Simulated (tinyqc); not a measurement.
Valley splitting in a one-orbital chain of atomic planes (second-neighbour model), step by step. Values are carried at full precision from step to step, so a last printed digit may differ when a step is redone from the rounded ones.

Each (001) plane carries one orbital with energy e0, hopping v to the next plane and u to the second: E(phi) = e0 + 2 v cos(phi) + 2 u cos(2 phi), where phi = pi - k a/4 (the sign of every second orbital is chosen so that v > 0, which shifts the phase by pi). The minimum lies at cos(phi0) = -v/(4u), phi0 = pi - (pi/2) k0 for a valley at k0 (2 pi/a), and e0 puts it at zero. A slab of N planes has hard walls: the matrix simply ends.

Constants: hbar^2/2m0 = 3.80998211 eV angstrom^2.

Inputs chosen for the exercise (near those of the Delta valleys of silicon; abrupt walls in this chain split the valleys several times more than measured wells; the results hold for these values, not for the real material): a = 5.425 angstrom (lattice constant; planes lie a/4 apart); k0 = 0.846 2 pi/a (position of the valley); ml = 0.936 m0 (longitudinal mass); N = 9 (planes in the small slab).

## Hoppings from the valley position and mass

The curvature at the minimum is d2E/dphi2 = 8 u sin^2(phi0) = (2c/ml)/(a/4)^2 with c = hbar^2/2m0; v = -4 u cos(phi0); e0 = 2u + v^2/(4u).

phi0 = 1.81270 rad
u = 0.58691 eV
v = 0.56238 eV
e0 = 1.30854 eV

## The bulk band

E at phi = j pi/10.

Band:
```
phi/pi  E (eV)
0.0     3.6071
0.1     3.3279
0.2     2.5812
0.3     1.6069
0.4     0.7065
0.5     0.1347
0.6     0.0113
0.7     0.2847
0.8     0.7613
0.9     1.1885
1.0     1.3576
```

## Hamiltonian of the slab

e0 on the diagonal, v and u on the first and second off-diagonals.

H (eV):
```
        1       2       3       4       5       6       7       8       9
1  1.3085  0.5624  0.5869       0       0       0       0       0       0
2  0.5624  1.3085  0.5624  0.5869       0       0       0       0       0
3  0.5869  0.5624  1.3085  0.5624  0.5869       0       0       0       0
4       0  0.5869  0.5624  1.3085  0.5624  0.5869       0       0       0
5       0       0  0.5869  0.5624  1.3085  0.5624  0.5869       0       0
6       0       0       0  0.5869  0.5624  1.3085  0.5624  0.5869       0
7       0       0       0       0  0.5869  0.5624  1.3085  0.5624  0.5869
8       0       0       0       0       0  0.5869  0.5624  1.3085  0.5624
9       0       0       0       0       0       0  0.5869  0.5624  1.3085
```

## Levels and the valley doublet

Diagonalise H. The two lowest levels are the doublet made from the valleys at +k0 and -k0; give their splitting, the weights of the lowest state, and its parity under reversal of the planes.

levels (eV): [0.1486, 0.2089, 0.5386, 0.7445, 1.0677, 1.2106, 1.8149, 2.6864, 3.3567]

splitting = 60.22 meV

weights on the planes: [0.070, 0.074, 0.068, 0.287, 0.000, 0.287, 0.068, 0.074, 0.070]

parity of the lowest state: odd

The mean of the doublet lies 0.1788 eV above the bulk minimum, and level 3 lies 0.3599 eV above that mean; the weights oscillate from plane to plane because the two valleys interfere.

## Checks

- Mean of the doublet for 400 planes against the effective-mass level with W = 402 a/4 (meV): both 0.1351.

Program tinyqc; command `OMP_NUM_THREADS=1 python tinyqc.py 1480272 1480273 out.jsonl`; about 0.02 s on one thread of a shared Intel(R) Xeon(R) Processor @ 2.30GHz.
